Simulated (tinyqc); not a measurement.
Vacancy excess varied: nucleation and growth of vacancy voids in a cooling silicon-like crystal. Computed by tinyqc, a small Python program. Command: `OMP_NUM_THREADS=1 python tinyqc.py 3031694 3031695 out.jsonl voids walk`. One thread of a shared host (Intel(R) Xeon(R) Processor @ 2.30GHz), about 0.9 s of CPU time with the checks.

Spherical voids; vacancies are lost only to voids.

Inputs (values chosen for the exercise, close to those used for silicon): vacancy density at the melting point C_m = 4.1e+14 1/cm^3; formation energy E_f = 3.75 eV; melting point T_m = 1685 K; diffusion prefactor D0 = 0.00067 cm^2/s; migration energy E_m = 0.38 eV; site density rho = 5e+22 1/cm^3; void surface energy gamma = 0.866 J/m^2; cooling rate q = 14 K/min; ratio (V/G)/xi_c = 2.41; limit of the excess at high V/G = 2.3e+14 1/cm^3; temperature step = 0.125 K.

Vacancy supply: from V/G.

Constants: k_B = 8.617333262e-05 eV/K; k_B = 1.380649e-23 J/K.

Method:
- C = C_x (u - 1)/(u + 0.2) with u = (V/G)/xi_c, a form chosen for the exercise.
- C_e = C_m exp[-(E_f/k_B)(1/T - 1/T_m)]; D = D0 exp(-E_m/(k_B T)); f = k_B T ln(C/C_e); r* = 2 gamma/(rho f); W* = 16 pi gamma^3/(3 rho^2 f^2); Z = f/sqrt(12 pi W* k_B T); I = rho Z (4 pi r* D C) exp(-W*/(k_B T)).
- March down from 1500 K in steps dT, dt = dT/q, with values at the upper end of each step: a class of I dt voids is born with r*; then all classes grow by r^2 += 2 D (C - C_e) dt/rho; C falls by the vacancies added to voids. Stop at 1150 K. T_n is the T of the largest I, N the final count (classes under 1e-6 /cm^3 are dropped), and the mean radius the number average.

initial excess C = 1.24253e+14 1/cm^3

At fixed q:
```
C (1/cm^3)   T_n (K)  N (1/cm^3)  mean radius (nm)
5.00e+13    1365.125  3.1924e+07            19.381
7.50e+13    1388.500  2.3684e+07            24.521
1.20e+14    1416.375  1.6756e+07            32.205
2.00e+14    1447.750  1.1506e+07            43.306
3.10e+14    1475.625  8.3364e+06            55.827
```

What follows from these numbers?

More vacancies nucleate earlier (T_n rises by 110 K) and give fewer, larger voids: N goes as C^-0.74 and the radius as C^0.58, steeper than the -1/2 and +1/2 of the scaling argument at fixed D, because D rises with T_n.

Extremes, crossings and ranges named in words are read from the listed rows.
